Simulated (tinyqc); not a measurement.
# Thin-film transistor with exponential tail and deep states, accumulation layer: effects of single changes

An undoped film in accumulation, thicker than the space-charge layer. With band bending psi the Fermi level lies E0 - psi below the band edge. Free electrons n = n0 exp(psi/Vt) carry the current; electrons in two exponential distributions of traps, a = a0 exp(psi/Va) and d = d0 exp(psi/Vp), do not. Linear regime, ohmic contacts, traps in equilibrium.

Values chosen for this exercise; values close to those of an organic semiconductor:
- T = 250 K (temperature)
- eps_r = 3.2 (relative permittivity of the semiconductor)
- Nc = 1.3e20 cm^-3 (density of extended states)
- mb = 2.5 cm^2/(V s) (band mobility)
- Nt = 7.4e19 cm^-3 (total density of tail states)
- Tt = 390 K (characteristic temperature of the tail)
- Nd = 2.3e17 cm^-3 (total density of deep states)
- Td = 1200 K (characteristic temperature of the deep states)
- E0 = 0.64 eV (bulk Fermi level below the band edge)
- Ci = 100 nF/cm^2 (gate capacitance)
- WL = 10 (ratio W/L)
- Vd = 0.05 V (drain voltage)
- Vg = 2.3 V (gate voltage above flat band)

Constants: q = 1.602176634e-19 C, kB = 1.380649e-23 J/K, Vt = kB T/q, eps0 = 8.8541878128e-14 F/cm where lengths are in cm. Results are converted to the units shown.

Each table varies one quantity; the others keep the values above.

## Effect of the total density of deep states

Va = kB Tt/q, Vp = kB Td/q; n0 = Nc exp(-E0/Vt), a0 = Nt th(T/Tt) exp(-E0/Va), d0 = Nd th(T/Td) exp(-E0/Vp), th(x) = pi x/sin(pi x). G(psi) = sum over the three kinds of c0 [V (exp(psi/V) - 1) - psi], field F = sqrt(2 q G/(eps0 eps_r)); Vg = psi + eps0 eps_r F/Ci at the surface. Total charge Q = Ci (Vg - psi_s); free charge Qf = q times the integral of n0 (exp(psi/Vt) - 1)/F over psi from 0 to psi_s; I = (W/L) mb Qf Vd; effective mobility mb Qf/Q.

Results:
```
Nd (cm^-3),E0 - psi_s (eV),Q (nC/cm^2),free share (%),effective mobility (cm^2/(V s)),I (nA)
2.3e16,0.09711,175.7,6.773,0.1693,14.88
5.6e16,0.09724,175.7,6.711,0.1678,14.74
1.3e17,0.09752,175.8,6.577,0.1644,14.45
3.3e17,0.09829,175.8,6.242,0.1561,13.72
7.9e17,0.1001,176.0,5.569,0.1392,12.25
4.6e18,0.1162,177.6,2.294,0.05734,5.093
```

Estimate the missing row, Nd = 1.9e18 cm^-3.

Computed row:
```
Nd (cm^-3),E0 - psi_s (eV),Q (nC/cm^2),free share (%),effective mobility (cm^2/(V s)),I (nA)
1.9e18,0.1046,176.5,4.284,0.1071,9.448
```

With this row back in the table: As Nd goes from 2.3e16 to 4.6e18 cm^-3, the free share falls from 6.77 to 2.29 %, the distance of the Fermi level from the edge rises from 0.0971 to 0.116 eV and the current falls from 14.9 to 5.09 nA. Q varies by only 1.1 %: the gate sets the charge, the traps decide how much of it moves. For Nd = 2.3e16 to 1.9e18 cm^-3 the th form, which assumes a Fermi level far below the edge, overcounts the filled tail at the surface by more than 15 %.

## Effect of the characteristic temperature of the tail

Same model as above.

Effect of the characteristic temperature of the tail:
```
Tt (K),E0 - psi_s (eV),Q (nC/cm^2),free share (%),effective mobility (cm^2/(V s)),I (nA)
310,0.09132,175.1,9.683,0.2421,21.20
350,0.09320,175.3,8.392,0.2098,18.39
390,0.09791,175.8,6.406,0.1601,14.08
430,0.1041,176.4,4.578,0.1144,10.09
470,0.1114,177.1,3.131,0.07827,6.932
510,0.1195,178.0,2.072,0.05179,4.608
550,0.1283,178.8,1.336,0.03340,2.986
590,0.1375,179.8,0.8437,0.02109,1.896
```

As Tt goes from 310 to 590 K, the free share falls from 9.68 to 0.844 %, the distance of the Fermi level from the edge rises from 0.0913 to 0.138 eV and the current falls from 21.2 to 1.90 nA. Q varies by only 2.6 %: the gate sets the charge, the traps decide how much of it moves. For Tt = 310 to 390 K the th form, which assumes a Fermi level far below the edge, overcounts the filled tail at the surface by more than 15 %.

## Transfer curve

Same model as above.

The last column is d ln I/d ln Vg.

Transfer curve:
```
Vg (V),E0 - psi_s (eV),Q (nC/cm^2),free share (%),effective mobility (cm^2/(V s)),I (nA),exponent
0.092,0.5615,1.348,4.517e-5,1.129e-6,7.610e-7,2.582
0.15,0.5138,2.380,1.299e-4,3.247e-6,3.864e-6,4.250
0.24,0.4435,4.353,9.373e-4,2.343e-5,5.100e-5,6.852
0.4,0.3366,9.661,0.02671,6.676e-4,0.003225,8.757
0.65,0.2391,24.91,0.4027,0.01007,0.1254,5.937
1.1,0.1679,62.79,1.857,0.04642,1.457,3.730
1.7,0.1241,118.4,4.125,0.1031,6.106,2.938
2.8,0.08217,224.2,8.248,0.2062,23.12,2.442
4.6,0.04583,400.6,14.27,0.3568,71.46,2.123
```

What does the table show?

The current rises from 7.61e-7 to 71.5 nA and the free share rises from 4.52e-5 to 14.3 %; the exponent goes from 2.58 through a maximum of 8.76 (at Vg = 0.4 V among the rows listed) to 2.12. If one kind of trap held all the charge, I would go as Q^(2 Tx/T - 1): 8.60 for the deep states, 2.12 for the tail and 1 for free electrons alone. For Vg = 2.8 to 4.6 V the th form, which assumes a Fermi level far below the edge, overcounts the filled tail at the surface by more than 15 %.

Program tinyqc, `OMP_NUM_THREADS=1 python tinyqc.py 2610051 2610052 out.jsonl`; Intel Xeon 2.30GHz, shared host, one thread, about 0.02 s.
